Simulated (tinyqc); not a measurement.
Out-diffusion of a doped substrate or buried layer into a growing epitaxial film. Changing the growth temperature T. Computed by tinyqc, a small Python program. Command: `OMP_NUM_THREADS=1 python tinyqc.py 3018515 3018516 out.jsonl buried sweep`. One thread of a shared host (Intel(R) Xeon(R) Processor @ 2.30GHz), about 0.01 s of CPU time with the checks.

x is counted from the original substrate surface into the film, whose surface moves as x = v t. Substrate dopant has one diffusivity; the dopant of the film is taken as uniform.

Inputs (values chosen for the exercise, modelled on phosphorus in silicon): prefactor D0 = 4.63 cm^2/s; activation energy E = 3.68 eV; substrate concentration C_s = 5e+18 1/cm^3; film doping C_e = 4.8e+16 1/cm^3; growth rate v = 2.9 um/min; film thickness d = 0.57 um; autodoping level at the start, as a share of C_s = 7e-05; decay length of autodoping = 0.23 um; later thermal budget (Dt)2 = 4.3e-12 cm^2.

Film doping: same type as the substrate.

Constants: k_B = 8.617333262e-05 eV/K.

Method:
- D = D0 exp(-E/(k_B T)); growth time t = d/v; l = 2 sqrt(D t); growth number G = v t/l = d/l; 1 um = 1e-4 cm.
- Temperatures in kelvin are T(C) + 273.15.
- After growth and the later budget: l2 = 2 sqrt(D t + (Dt)2); C(x) = (C_s/2) erfc(x/l2) + share x C_s exp(-x/decay length) for x > 0 (autodoping taken as unchanged by the later budget). The transition x_t solves C(x) = C_e, where the total doping is twice the intended value.
- Usable film = d - x_t. Also give x_t for the erfc term alone, after growth and after the later budget.

One run for each value; columns: (1) growth temperature T (C); (2) x_t after growth, erfc alone (um); (3) x_t after the later budget, erfc alone (um); (4) x_t with autodoping (um); (5) growth number G:
```
(1)       (2)      (3)      (4)     (5)
900   0.00305  0.06874  0.06880  309.57
1000  0.01273  0.06984  0.06990   74.11
1050  0.02400  0.07274  0.07280   39.32
1075  0.03237  0.07592  0.07598   29.15
1100  0.04319  0.08112  0.08119   21.85
1125  0.05704  0.08927  0.08934   16.55
1150  0.07459  0.10139  0.10146   12.65
1200  0.12412  0.14185  0.14194    7.60
```

Give the missing row, growth temperature T (C) = 950.

Computed row; columns: (1) growth temperature T (C); (2) x_t after growth, erfc alone (um); (3) x_t after the later budget, erfc alone (um); (4) x_t with autodoping (um); (5) growth number G:
```
(1)      (2)      (3)      (4)     (5)
950  0.00642  0.06897  0.06903  147.11
```

Interpolating between the two neighbouring rows (linearly) misses most in growth number G, by 30 %. Over the rows, x_t after growth, erfc alone (um) rises from 0.00305 to 0.124; x_t after the later budget, erfc alone (um) rises from 0.0687 to 0.142; x_t with autodoping (um) rises from 0.0688 to 0.142. At low T the later budget or autodoping sets the transition, so colder growth stops helping.

Caution (rows 900): the substrate doping is comparable to or above the intrinsic density at growth temperature, so the diffusivity may be higher on that side.
